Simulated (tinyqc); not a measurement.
Fermi-Dirac statistics of conduction electrons: sweeps and comparisons. A value that a table varies takes the place of the one given here.

Non-parabolic band E (1 + alpha E) = c k^2/m: n = Nc (2/sqrt(pi)) integral_0^infinity sqrt(x (1 + a x)) (1 + 2 a x) dx/(1 + exp(x - eta)) with a = alpha kT and eta = (EF - Ec)/kT; a = 0 gives n = Nc F_1/2(eta).

Constants: hbar^2/2m0 = 3.80998211 eV angstrom^2; kB = 8.617333262e-05 eV/K.

Values chosen for the exercise (near those of InP, lowest valleys alone; the results hold for these values, not for the real material): m = 0.0789 m0 (density-of-states mass of the conduction band); T = 400 K; alpha = 0.64 1/eV (non-parabolicity); m1 = 0.0789 m0 (mass of one isotropic band with spin); L = 80 angstrom (confinement length used to compare densities); n = 1.5e+19 1/cm^3 (electron density).

## Parabolic against non-parabolic filling

N = 2 (m kB T/(4 pi c))^(3/2) with c = hbar^2/2m0, in 1/angstrom^3; times 1e24 for 1/cm^3. k_F = (3 pi^2 n)^(1/3) and the energy E0 that solves E (1 + alpha E) = c k_F^2/m give the limit of zero temperature.

EF - Ec (meV):
```
n (1/cm^3)  parabolic  non-parabolic  non-parabolic, 0 K
9.0e+16         -76.4          -79.3                 9.2
3.0e+17         -31.9          -35.2                20.4
1.0e+18          19.4           14.8                44.9
4.0e+18         106.8           95.9               108.9
1.0e+19         209.7          183.2               191.1
4.0e+19         538.7          420.5               425.0
```

Non-parabolicity lowers EF by 2.9 meV at the lowest density and by 118.2 meV at the highest, where alpha (EF - Ec) = 0.27. Temperature lowers EF below its 0 K value by 88.5 meV at the lowest density and by 4.4 meV at the highest. EF enters the band between 3e+17 and 1e+18 1/cm^3.

## Dimension (statistics of electrons in three, two and one dimensions)

One band edge at E = 0, lambda = sqrt(4 pi c/(m1 kT)) with c = hbar^2/2m0. Densities with spin: n3 = (2/lambda^3) F_1/2(eta), n2 = (2/lambda^2) F_0(eta) with F_0 = ln(1 + exp(eta)), n1 = (2/lambda) F_-1/2(eta). F_j(eta) = (1/Gamma(j + 1)) integral_0^infinity x^j dx/(1 + exp(x - eta)), which tends to exp(eta) for eta << 0.

The last two columns turn the sheet and line densities into volume densities, n2/L and n1/L^2, over n3.

Densities:
```
eta  n3 (1/cm^3)  n2 (1/cm^2)  n1 (1/cm)  (n2/L)/n3  (n1/L^2)/n3
-4      1.56e+16     2.06e+10   2.73e+04       1.65         2.73
-2      1.11e+17     1.44e+11   1.86e+05       1.63         2.63
-1      2.81e+17     3.56e+11   4.43e+05       1.58         2.47
0       6.55e+17     7.87e+11   9.12e+05       1.50         2.17
1       1.35e+18     1.49e+12   1.55e+06       1.38         1.79
2       2.42e+18     2.42e+12   2.21e+06       1.25         1.43
4       5.58e+18     4.56e+12   3.29e+06       1.02        0.923
8       1.49e+19     9.09e+12   4.78e+06      0.765        0.502
```

lambda = 132.7 angstrom

Far below the edge all three follow exp(eta), and the ratios tend to lambda/L = 1.659 and its square. From eta = 4 to 8 the densities grow by 2.67, 1.99 and 1.45, near the powers 2^(3/2), 2 and 2^(1/2) that the densities of states E^(1/2), E^0 and E^(-1/2) give. One subband serves while EF stays several kT below the second, 6.5 kT up for hard walls; rows with a larger eta, if any, overfill it.

## What moves the Fermi level

N = 2 (m kB T/(4 pi c))^(3/2) with c = hbar^2/2m0, in 1/angstrom^3; times 1e24 for 1/cm^3. Each row changes one parameter from the base and keeps the others.

Results:
```
case                parabolic EF - Ec (meV)  non-parabolic EF - Ec (meV)
base                                 277.53                       236.66
m = 0.0868 m0                        251.56                       216.53
T = 450 K                            276.55                       234.88
n = 7.5e+18 1/cm^3                   171.16                       151.42
alpha = 0.96 1/eV                    277.53                       222.49
```

The largest shifts from the base row, up to three for each result and ties (the steps differ in size, so this ranks the rows, not the parameters). parabolic EF - Ec (meV): n -106.37, m -25.96, T -0.98; unchanged at the printed digits by alpha. non-parabolic EF - Ec (meV): n -85.24, m -20.13, alpha -14.17.

Program tinyqc; command `OMP_NUM_THREADS=1 python tinyqc.py 1680411 1680412 out.jsonl`; about 0.01 s on one thread of a shared Intel(R) Xeon(R) Processor @ 2.30GHz.
